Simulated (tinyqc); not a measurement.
# Resistance of a tapered via with liner, size effect and interface: via resistance against the height

A round via whose diameter grows from db at the bottom as D(z) = db + 2 z/tan(ang). The fill, of diameter D - 2 tl, starts above the bottom liner (thickness fb tl) and has rho = rho0 (1 + ks lam/(D - 2 tl)); the sidewall liner conducts in parallel with it. The bottom liner and the interface are crossed over the full area pi db^2/4. Spreading in the lines above and below is left out.

Slices between z0 = fb tl and hv, evaluated at their midpoints: conductance per length pi/4 [(D - 2 tl)^2/rho + (D^2 - (D - 2 tl)^2)/rl], slice resistance = slice height over that. 2000 slices. R_fill = sum of the slices; R_bottom = rl fb tl/(pi db^2/4); R_interface = ri/(pi db^2/4); ballistic (Sharvin) limit 1/(Sb pi (db - 2 tl)^2/4); ideal cylinder rho0 hv/(pi db^2/4).

Parameters, values chosen for the exercise; fill metal close to ruthenium: diameter at the bottom db = 47 nm; sidewall angle ang = 89 degrees; bulk resistivity of the fill rho0 = 7.83 uohm cm; mean free path of the fill lam = 6.41 nm; size-effect factor ks = 1.2; liner on the sidewall tl = 0.6 nm; liner at the bottom over that on the sidewall fb = 0.5; resistivity of the liner rl = 190 uohm cm; interface resistivity at the bottom ri = 1.4e-12 ohm cm^2; ballistic conductance per area, about 3/(4 rho0 lam) Sb = 1.5e15 S/m^2.

The same in every row: R_bottom (ohm) = 0.3285; R_interface (ohm) = 0.08069; ballistic limit (ohm) = 0.4047.

Result of one run:
```
hv (nm)  R_fill (ohm)  R (ohm)  R over ideal cylinder  largest part
260             11.86    12.27                  1.045          fill
```

What becomes of these results when the height hv is changed from 260 to 59 nm, all else the same?

Result of the changed run:
```
hv (nm)  R_fill (ohm)  R (ohm)  R over ideal cylinder  largest part
59              3.100    3.509                  1.318          fill
```

The whole series:
```
hv (nm)  R_fill (ohm)  R (ohm)  R over ideal cylinder  largest part
28              1.499    1.908                  1.510          fill
41              2.180    2.589                  1.399          fill
59              3.100    3.509                  1.318          fill
86              4.433    4.842                  1.248          fill
120             6.035    6.444                  1.190          fill
180             8.673    9.082                  1.118          fill
260             11.86    12.27                  1.045          fill
380             16.04    16.45                 0.9591          fill
```

R rises from 1.91 to 16.4 ohm. The fill is the largest part at hv = 28 and in all other rows. The share of the two bottom terms goes from 21.4 to 2.49 %.

Computed by the program tinyqc: `OMP_NUM_THREADS=1 python tinyqc.py 2750179 2750180 out.jsonl`, one thread of a shared Intel Xeon 2.30GHz, about 0.01 s for the whole run.
